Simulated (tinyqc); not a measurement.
What moves the results: averaged masses of warped heavy- and light-hole bands. A value that a table varies takes the place of the one given here.

Four-band hole energies E = c k^2 f(u), c = hbar^2/2m0, f = g1 -/+ 2 sqrt(g2^2 + 3 (g3^2 - g2^2) s), s = ux^2 uy^2 + uy^2 uz^2 + uz^2 ux^2 for the unit vector u; minus for heavy, plus for light holes; the mass along u is 1/f.

Grid: n x n midpoints in cos(theta) from 0 to 1 and phi from 0 to pi/2, equal weights. m_d = <f^(-3/2)>^(2/3). Conductivity mass for one scattering time: 1/m_c = <|w|^2 f^(-5/2)>/<f^(-3/2)> with w = grad_k(k^2 f)/(2 k), that is |w|^2 = f^2 + |angular gradient of f|^2/4.

Inputs chosen for the exercise (out of a larger set: near those of AlAs; not measured data):
```
symbol  value  unit  meaning
g1      3.75         Luttinger gamma1
g2      0.82         gamma2
g3      1.42         gamma3
```

## Ways to average over directions

Heavy and light m_d on grids of growing n, against n = 160; also the three-direction rule <F> = (10 F[100] + 16 F[110] + 9 F[111])/35 and the spherical masses 1/(g1 (1 -/+ mu)), mu = (6 g3 + 4 g2)/(5 g1).

Masses (m0):
```
method             heavy   light  error heavy (%)  error light (%)
grid n = 1        1.0813  0.1521            36.39            -6.58
grid n = 2        0.8106  0.1604             2.25            -1.47
grid n = 3        0.8022  0.1617             1.19            -0.69
grid n = 5        0.7956  0.1623             0.36            -0.29
grid n = 10       0.7935  0.1627             0.09            -0.08
grid n = 160      0.7928  0.1628             0.00             0.00
three directions  0.8303  0.1644             4.73             0.98
spherical         0.7194  0.1637            -9.25             0.54
[100] alone       0.4739  0.1855           -40.22            13.97
```

The heavy mass is within 1 % from grid n = 5 on. Three directions err by +4.73 %, the spherical form by -9.25 % and [100] alone by -40.2 %; for light holes the same three err by +0.98, +0.54 and +14.0 %. The power -3/2 weights the heavy directions near [111], which a mean of f misses.

## Cyclotron masses against the field direction

For the central orbit m_cyc is the mean of 1/f(u) over the directions u normal to B (360 points on the circle). B lies in the (1-10) plane at the angle from [001]; 54.7 degrees is [111], 90 is [110].

Masses (m0):
```
angle (degrees)   heavy   light
0.0              0.6506  0.1702
15.0             0.6878  0.1675
30.0             0.7788  0.1621
45.0             0.8523  0.1584
54.7             0.8640  0.1577
70.0             0.8517  0.1591
90.0             0.8389  0.1616
```

The heavy mass is smallest at 0 and largest at 54.7 degrees of the angles listed, a spread of 33 %; the light mass varies by 8.0 %. The orbit normal to [001] has s between 0 and 1/4, the orbit normal to [111] has s = 1/4 all round, which gives 1/(g1 - sqrt(g2^2 + 3 g3^2)) = 0.8640. This is the classical limit; low Landau levels of holes depart from it.

## Several materials

The inputs are values chosen for the exercise; n = 40; delta = (g3 - g2)/g1.

Results:
```
case            g1    g2    g3  m_d heavy  m_c heavy  m_d light  delta
A near Si     4.29  0.34  1.44      0.514      0.412     0.1552  0.256
B near InAs  19.97  8.55  9.21      0.499      0.444     0.0264  0.033
C near GaSb  13.37  4.72  6.03      0.480      0.345     0.0410  0.098
D near Ge    13.45  4.27  5.71      0.343      0.274     0.0421  0.107
E near GaP    4.02  0.49  1.24      0.510      0.448     0.1674  0.187
F near AlAs   3.78  0.82  1.42      0.774      0.639     0.1620  0.159
```

Heavy masses span a factor of 2.3 and light ones 6.3: the coupling to the conduction band adds to g1, 2 g2 and 2 g3 alike, so it cancels for heavy holes and doubles for light ones. The ratio m_c/m_d of the heavy holes is lowest for C (0.72); delta is largest for A; the heavy band feels the warping rather through (g3 - g2)/(g1 - 2 g3), which runs from 0.43 to 1.00 here and is 1.00 for the case with the lowest ratio.

## What each parameter does

n = 40. Each row changes one parameter from the base and keeps the others.

Results:
```
case        m_d heavy (m0)  m_c heavy (m0)  m_d light (m0)  m_c light (m0)
base                0.7928          0.6494          0.1628          0.1607
g1 = 3.863          0.7248          0.6100          0.1598          0.1579
g2 = 0.845          0.7995          0.6612          0.1623          0.1605
g3 = 1.463          0.8408          0.6594          0.1613          0.1591
```

The largest shifts from the base row, up to three for each result and ties (the steps differ in size, so this ranks the rows, not the parameters). m_d heavy (m0): g1 -0.0680, g3 +0.0479, g2 +0.0067. m_c heavy (m0): g1 -0.0394, g2 +0.0118, g3 +0.0100. m_d light (m0): g1 -0.0029, g3 -0.0015, g2 -0.0004. m_c light (m0): g1 -0.0028, g3 -0.0017, g2 -0.0003.

Run: tinyqc, `OMP_NUM_THREADS=1 python tinyqc.py 1051444 1051445 out.jsonl`; Intel(R) Xeon(R) Processor @ 2.30GHz, one thread, shared host; about 0.03 s of CPU time with all checks.
